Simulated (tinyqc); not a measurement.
Growth mode over temperature: epitaxial growth on a vicinal surface: Burton-Cabrera-Frank step flow, step-edge barrier and island nucleation. Computed by tinyqc, a small Python program. Command: `OMP_NUM_THREADS=1 python tinyqc.py 3030104 3030105 out.jsonl stepflow walk`. One thread of a shared host (Intel(R) Xeon(R) Processor @ 2.30GHz), about 0.01 s of CPU time with the checks.

Adatoms land at rate F, hop on a square grid (a simplification for hexagonal faces), desorb, or join steps. Lengths are in units of a and n is the adatom coverage. Steps ascend at x = 0 and descend at x = l.

Inputs (values chosen for the exercise, close to those used for Si(111)):
```
quantity                     value      unit
site spacing a                3.84  angstrom
step height h                 3.14  angstrom
diffusion barrier E_d         1.06        eV
desorption energy E_a         2.86        eV
adatom formation energy E_f   1.12        eV
step-edge barrier E_s        0.066        eV
attempt frequency nu             5       THz
deposition rate F              8.5  layers/s
miscut angle                   0.5   degrees
temperature T                  810         C
critical nucleus size i          1         -
```

Constants: k_B = 8.617333262e-05 eV/K.

Method:
- D = nu exp(-E_d/(k_B T)) (a^2/s, nu counted per direction); tau = exp(E_a/(k_B T))/nu; x_s = sqrt(D tau); n_eq = exp(-E_f/(k_B T)); terrace width l = h/(a tan(miscut)); Schwoebel length l_s = exp(E_s/(k_B T)) - 1.
- D n'' - n/tau + F = 0 with n(0) = n_eq and -l_s n'(l) = n(l) - n_eq. With u = n - F tau, A = n_eq - F tau, y = l/x_s, s = l_s/x_s: u = A cosh(x/x_s) + B sinh(x/x_s), B = A (1 - cosh y - s sinh y)/(sinh y + s cosh y). Flux into the ascending step J+ = D B/x_s, over the descending one J- = -(D/x_s)(A sinh y + B cosh y); step velocity J+ + J-; growth rate (J+ + J-)/l. For small y: J+ + J- = (F - n_eq/tau) l, J-/J+ = l/(l + 2 l_s).
- Island density on a flat surface without desorption: N = 0.25 (F/D)^(i/(i+2)) exp(E_i/((i+2) k_B T)) per site, with E_i = 0 for i = 1; spacing l_n = N^(-1/2). Step flow needs an effective width l_eff = 2 x(peak) below l_n.
- Temperatures in kelvin are T(C) + 273.15.
- x(peak) solves tanh(x/x_s) = -B/A. Rows where evaporation outweighs deposition are left out.

Scales:
```
T (C)     x_s (a)  l_s (a)  incorporated share  l_n (a)  l_eff/l_n
610    1.3675e+05   1.3803             1.00000   17.966     5.2911
660    7.2567e+04   1.2722             1.00000   20.346     4.6671
710    4.1071e+04   1.1793             1.00000   22.751     4.1697
760    2.4562e+04   1.0987             1.00000   25.167     3.7663
810    1.5403e+04   1.0281             1.00000   27.581     3.4341
860    1.0065e+04   0.9658             0.99999   29.983     3.1569
910    6.8181e+03   0.9104             0.99998   32.366     2.9229
960    4.7668e+03   0.8610             0.99994   34.722     2.7232
1010   3.4268e+03   0.8165             0.99980   37.045     2.5512
```

What does the comparison show, and why?

The ratio stays above 1: islands in every row. Incorporation goes from 100.0 % to 100.0 %.

Extremes, crossings and ranges named in words are read from the listed rows.
